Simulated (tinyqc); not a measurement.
Inside a calculation. Model: disorder broadening of a flat band (such as a Landau level) in the self-consistent Born approximation.

Program tinyqc, `OMP_NUM_THREADS=1 python tinyqc.py 2720036 2720037 out.jsonl`; Intel Xeon 2.30GHz, shared host, one thread, about 0.01 s. Printed values are rounded.

The local Green function is G = g0(z - Sigma) with z = E + i eta and g0(z) = 1/z; the self-energy is Sigma = D G. The density of states is -Im G/pi.

Inputs (values chosen for the exercise):
- D = 0.34 eV^2 (variance of the random potential)
- eta = 0.067 eV (bare broadening)
- E = 0.034 eV (energy from the band centre)
- mix = 0.3 (mixing)

Constants: q = 1.602176634e-19 C, hbar = 1.054571817e-34 J s. Results are converted to the units shown.

Range of the model: The self-consistent Born approximation misses band tails from rare fluctuations and localisation.

## Iteration 1: Born step

Sigma at the start = 0.00000+0.00000i eV

G = g0(z - Sigma), Sigma(out) = D G, Sigma(new) = Sigma + mix (Sigma(out) - Sigma).

G = 6.0230-11.8689i 1/eV
Sigma(out) = 2.04783-4.03543i eV
Sigma after iteration 1 = 0.61435-1.21063i eV

Sigma(out) of this first step, from Sigma = 0, is the plain (first) Born approximation.

## Iteration 2: Born step

As before.

G = -0.294722-0.648826i 1/eV
Sigma(out) = -0.100205-0.220601i eV
Sigma after iteration 2 = 0.399983-0.913620i eV

## Iteration 3: Born step

As before.

G = -0.334060-0.895086i 1/eV
Sigma(out) = -0.113580-0.304329i eV
Sigma after iteration 3 = 0.245914-0.730833i eV

## Course of the iteration

Stop when |Sigma(out) - Sigma| is below 1e-10 eV, or after 300 iterations; the start is Sigma = 0.

Course of the iteration:
```
iteration,Re Sigma (eV),Im Sigma (eV),|Sigma(out) - Sigma| (eV)
1,0.614349,-1.21063,4.53
2,0.399983,-0.91362,1.22
3,0.245914,-0.73083,0.797
4,0.140420,-0.63100,0.484
5,0.076521,-0.58451,0.263
6,0.043390,-0.56505,0.128
7,0.027976,-0.55688,0.0582
8,0.021162,-0.55329,0.0257
9,0.018215,-0.55167,0.0112
...,...,...,...
24,0.016025,-0.55031,4.02e-8
25,0.016025,-0.55031,1.74e-8
26,0.016025,-0.55031,7.55e-9
27,0.016025,-0.55031,3.27e-9
28,0.016025,-0.55031,1.42e-9
29,0.016025,-0.55031,6.14e-10
30,0.016025,-0.55031,2.66e-10
31,0.016025,-0.55031,1.15e-10
32,0.016025,-0.55031,4.99e-11
```

Converged in 32 iterations. At the solution d Sigma(out)/d Sigma = -0.890-0.052i, so the error shrinks by |1 - mix + mix times that| = 0.433 a step.

## Density of states and lifetime

converged Sigma = 0.016025-0.550310i eV

G = Sigma/D, density of states -Im G/pi, lifetime hbar/(2 |Im Sigma|); without disorder the density of states is -Im g0(z)/pi. Closed form: G = (z - sqrt(z^2 - 4 D))/(2 D) with the root that gives Im G < 0; for eta -> 0 a semi-ellipse of half-width 2 sqrt(D).

density of states = 0.515203 1/eV
lifetime = 0.598037 fs
density of states without disorder = 3.77799 1/eV

Disorder makes the density of states at this energy 0.14 times the clean value.
